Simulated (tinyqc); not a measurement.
Inside a calculation. Model: Froehlich polaron in a polar crystal. Computed by tinyqc, a small Python program that keeps every step. Command: `OMP_NUM_THREADS=1 python tinyqc.py 3013346 3013347 out.jsonl frohlich walk`. One thread of a shared host (Intel(R) Xeon(R) Processor @ 2.30GHz), about 0.04 s of CPU time with the checks. Intermediate numbers are printed to about 5 digits and carried at full precision; extremes and crossings named in words are read from the listed rows.

One electron in a parabolic band of mass m*, coupled to dispersionless LO phonons in the continuum model. Energies are in units of hbar omega unless marked, wave numbers in k_0 = sqrt(2 m* omega/hbar).

Inputs (values chosen for the exercise, modelled on sodium chloride): band mass m* = 0.515 m_0; LO phonon energy hbar omega = 34.1 meV; eps_inf = 2.32; static dielectric constant eps_s = 6.12; temperature T = 300 K; electron wave number k/k_0 = 0.85; trial v = 5.3; trial w = 2.3.

Constants: hbar^2/(2 m_0) = 3.80998212 eV angstrom^2; e^2/(4 pi eps_0) = 14.39964548 eV angstrom; k_B = 8.617333262e-05 eV/K; hbar = 6.582119569e-16 eV s; e = 1.602176634e-19 C; m_0 = 9.1093837015e-31 kg.

## Coupling constant and length scale

1/eps* = 1/eps_inf - 1/eps_s; k_0 = sqrt(2 m* omega/hbar) = sqrt(m* hbar omega / (hbar^2/(2 m_0))) with m* in m_0; alpha = (e^2/(4 pi eps_0)) k_0/(2 eps* hbar omega); polaron length 1/k_0.

eps* = 3.7364

k_0 = 0.067892 1/angstrom

coupling constant alpha = 3.8365

polaron length 1/k_0 = 14.729 angstrom

Intermediate coupling.

## Second-order perturbation theory

At T = 0 and k < k_0: E(k) = (k/k_0)^2 - alpha arcsin(k/k_0)/(k/k_0); so E(0) = -alpha, 1/m_p = (1 - alpha/6)/m*, and the mean number of phonons in the cloud at k = 0 is alpha/2. The Lee-Low-Pines variational state gives the same E(0) and m_p = m* (1 + alpha/6).

energy shift at k = 0 = -130.82 meV

E(k) = -3.8631 hbar omega

m*/m_p, second order = 0.36059

m_p/m*, Lee-Low-Pines = 1.6394

phonons in the cloud = 1.9182

Caution: second-order results are out of their range at this coupling; the perturbative mass diverges at alpha = 6.

## Strong-coupling trial states

Landau-Pekar: the lattice follows the mean electron density. A Gaussian state exp(-b^2 r^2/2) gives E(b) = (3/2) b^2 - alpha b sqrt(2/pi) (b in k_0), minimised at b = alpha sqrt(2/pi)/3 to E = -alpha^2/(3 pi); a state exp(-b r) gives E(b) = b^2 - (5/8) alpha b, minimised at b = 5 alpha/16 to E = -25 alpha^2/256.

best b, Gaussian = 1.0204 k_0

E, Gaussian = -1.5617 hbar omega

best b, exponential = 1.1989 k_0

E, exponential = -1.4373 hbar omega

The Gaussian bound lies below -alpha only for alpha > 3 pi = 9.42; here it lies above, so the self-trapped state is the poorer bound.

## Feynman's energy at a trial point

Feynman's bound: E(v, w) = 3 (v - w)^2/(4 v) - (alpha v/sqrt(pi)) int_0^infinity e^-u D(u)^(-1/2) du, D = w^2 u + ((v^2 - w^2)/v)(1 - e^(-v u)); integrals by 80 Gauss-Legendre points in s from 0 to 1 with u = 40 s^2.

first term = 1.2736 hbar omega

E(v, w) = -3.8269 hbar omega

## Feynman's variational polaron

Minimise over v > w > 0 (simplex search); mass m_p/m* = 1 + (alpha v^3/(3 sqrt(pi))) int u^2 e^-u D^(-3/2) du.

best v = 3.62

best w = 2.4

E, Feynman = -4.0692 hbar omega

polaron energy, Feynman = -138.76 meV

m_p/m*, Feynman = 2.438

The bound lies 6.1 % below -alpha, and the mass is 1.49 times the Lee-Low-Pines value.

## Mobility at low temperature

Scattering by absorption of an LO phonon: 1/tau = 2 alpha omega n, n = 1/(exp(hbar omega/(k_B T)) - 1); mu = e tau/m*, the weak-coupling result for k_B T well below hbar omega.

phonon occupation n = 0.36498

lifetime tau = 6.8925 fs

mobility = 23.539 cm^2/(V s)

Caution: this mobility formula holds for weak coupling and k_B T well below hbar omega, and it leaves out all other scattering.

## All approximations against the coupling

Other columns: second order -alpha; Landau-Pekar Gaussian -alpha^2/(3 pi); Lee-Low-Pines mass 1 + alpha/6. The polaron energy in meV uses the given hbar omega.

Energies (hbar omega) and masses (m*):
```
alpha  second order   Gaussian   Feynman  Feynman (meV)  mass, LLP  mass, Feynman     v     w
0.96          -0.96  -0.097785  -0.97198        -33.145       1.16          1.186   3.1  2.88
1.9            -1.9   -0.38303   -1.9496        -66.483     1.3167          1.439  3.23  2.74
3.8            -3.8    -1.5321   -4.0276        -137.34     1.6333          2.408  3.61  2.41
3.9            -3.9    -1.6138   -4.1418        -141.23       1.65          2.491  3.64  2.39
6.1            -6.1    -3.9481   -6.8443        -233.39     2.0167          7.313  4.75  1.85
6.8            -6.8    -4.9062   -7.8193        -266.64     2.1333          12.28  5.53  1.65
9.8            -9.8    -10.190   -13.072        -445.77     2.6333          100.4  11.9  1.22
13              -13    -17.931   -20.791        -708.96     3.1667          412.8  22.2  1.11
```

All three energies are upper bounds (-alpha through the Lee-Low-Pines state), and the Feynman value is the lowest in every row. It lies within 5 % of -alpha up to alpha = 1.9; at alpha = 13 it is 1.16 times the Gaussian value, whose alpha^2 law it approaches with a constant shift of about -3 ln 2 - 3/4 = -2.83 (here -2.86). The mass stays within 10 % of 1 + alpha/6 up to alpha = 1.9 and reaches 413 m* in the last row; w falls from 2.88 towards 1 while v grows to 22.2.

Checks made by the program: second-order shift against the integral -(2 alpha/pi) int dq/(1 + q^2) (relative difference below 1e-10); v = w reduces the bound to -alpha (relative difference 1e-10).
